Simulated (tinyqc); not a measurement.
Comparisons within one model: inter-valley coupling by envelope functions against a chain of atomic planes. A value that a table varies takes the place of the one given here.

Chain: E(phi) = e0 + 2 v cos(phi) + 2 u cos(2 phi), cos(phi0) = -v/(4u), e0 = 2u + v^2/(4u); plane j = 0, 1, ... has the potential V_j = dE x_j + F (j - 30) a/4 (1 MV/m = 1e-4 V/angstrom). There are 30 barrier planes a side; with y = j - 29.5, x_j = xb (f(y) + f(Nw - y)), f(y) = 1/(1 + exp(y/L)), plus any Ge added in the well. The valley splitting is the spacing of the two lowest levels. Envelope theory: F_j solves a one-valley chain with hopping -b and diagonal 2b + V_j, b = 4u sin^2(phi0), sum F_j^2 = 1; the valleys couple by Dv = sum_j F_j^2 V_j exp(-2 i phi0 j) and split by 2|Dv|.

Parameters, chosen for this exercise (near those of the Delta valleys of silicon in a SiGe well; not measured data): a = 5.431 angstrom (lattice constant; planes lie a/4 apart); u = 0.606 eV (second-neighbour hopping); v = 0.516 eV (nearest hopping); Nw = 42 (planes in the well); L = 0.75 planes (interface width); xb = 0.35 (Ge fraction of the barriers); dE = 0.53 eV (offset per unit Ge fraction); F = 5 MV/m (field); xs = 0.18 (Ge fraction added on that plane); xw = 0.004 (mean Ge fraction of the wiggle); x0 = 4679 (start of the number sequence); na = 8000 (atoms a plane under the dot); js = 62 (plane j of a Ge spike (the well starts at j = 30)).

## Position of the spike

The spike is moved through the well; position counted from the first well plane, j - 30.

Against position:
```
j - 30,"F_j^2, smooth",mean of the doublet (meV),"splitting, chain (micro-eV)",envelope,first order
2,0.01057,23.21,1500,1454,2018
5,0.02138,23.91,2876,2782,4079
8,0.03204,24.66,4385,4268,6113
13,0.04305,25.71,6498,6420,8213
17,0.04334,25.89,6834,6774,8269
21,0.03731,25.31,5670,5612,7119
27,0.02293,24.03,3142,3069,4375
34,0.00819,23.01,1093,1058,1562
40,0.00147,22.58,205,201,281
```

The splitting is largest at plane 17 among these rows (6834 micro-eV), and the smooth envelope peaks at plane 15, counting all planes; without a spike it is 13. Where the splitting exceeds 20 micro-eV the envelope theory lies within 3.3 % of the chain and first order within 43 %.

## A periodic Ge profile (wiggle well)

periods (planes): pi/phi0 1.75969, pi/(pi - phi0) 2.31632

Added fraction xw (1 - cos(2 pi (j - 30)/p)) on the well planes; p = f times the resonant period pi/(pi - phi0). At resonance the estimate is dE xw.

Against period:
```
f,p (planes),mean of the doublet (meV),"splitting, chain (micro-eV)",envelope
0.90,2.0847,24.56,123,128
0.95,2.2005,24.54,970,994
0.98,2.2700,24.56,1861,1873
0.99,2.2932,24.56,2029,2032
1.00,2.3163,24.56,2091,2084
1.01,2.3395,24.56,2049,2034
1.02,2.3627,24.56,1915,1893
1.05,2.4321,24.54,1170,1141
1.10,2.5480,24.55,214,201
1.50,3.4745,24.56,17,16
3.00,6.9490,24.57,13,13
```

The splitting peaks at f = 1 with 2.09 meV, against the estimate dE xw = 2.12 meV, and is 0.89 and 0.92 of the value at f = 1 two per cent off to either side: the width of the resonance is set by the number of periods under the envelope. At f = 3 it is 13 micro-eV. The chain has one orbital a plane and knows only this resonance; longer periods that work through other bands are outside it.

## Random alloy fluctuations

A uniform fraction x is added on all planes. Each plane j then fluctuates by q sqrt(x_j (1 - x_j)/na) in Ge fraction, q = sqrt12 (z/2147483647 - 1/2) with z(new) = 16807 z mod 2147483647 from x0, restarted for each row; 24 samples. Theory: Dv is a complex Gaussian with sigma^2 = dE^2 sum F_j^4 x_j (1 - x_j)/na, and the mean splitting is sqrt(pi) sigma if the smooth part is negligible.

Splitting (micro-eV):
```
x,sigma,sqrt(pi) sigma,mean of 24,least,largest
0.00,19.2,34.1,36.3,10.8,67.8
0.01,107.8,191.0,169.9,16.2,451.4
0.02,150.4,266.6,239.0,18.3,636.7
0.05,233.1,413.1,373.4,26.4,994.9
0.10,320.3,567.7,515.3,36.2,1373.4
```

Without added Ge the disorder sits in the barriers, where the state is small: mean 36.3 micro-eV, against 13 for the smooth well. With 5 % Ge in the well the mean is 373, theory 413, with a statistical error of about 11 % for 24 samples; the miss is -10 %, and since every row reuses one sequence the rows with added Ge miss alike. The spread grows with the mean: at 5 % the samples run from 26 to 995, so small splittings remain possible. sigma falls as 1/sqrt(na) for larger dots. A chain with one orbital a plane has no Bloch-function factor, which scales all these couplings down in fuller models.

## What each parameter does

Chain with the spike on plane js. Each row changes one parameter from the base and keeps the others.

Results:
```
case,level (meV),splitting (micro-eV)
base,23.237,1551.4
Nw = 48,22.748,1886.5
L = 1.25 planes,23.930,1580.9
xb = 0.4,23.520,1580.0
dE = 0.583 eV,23.492,1675.4
F = 7 MV/m,27.487,1174.5
js = 65,22.911,878.3
xs = 0.234,23.381,1838.3
```

The largest shifts from the base row, up to three for each result and ties (the steps differ in size, so this ranks the rows, not the parameters). level (meV): F +4.250, L +0.693, Nw -0.489. splitting (micro-eV): js -673.1, F -376.9, Nw +335.1.

tinyqc: `OMP_NUM_THREADS=1 python tinyqc.py 1480958 1480959 out.jsonl`; about 0.1 s, one thread, shared Intel(R) Xeon(R) Processor @ 2.30GHz.
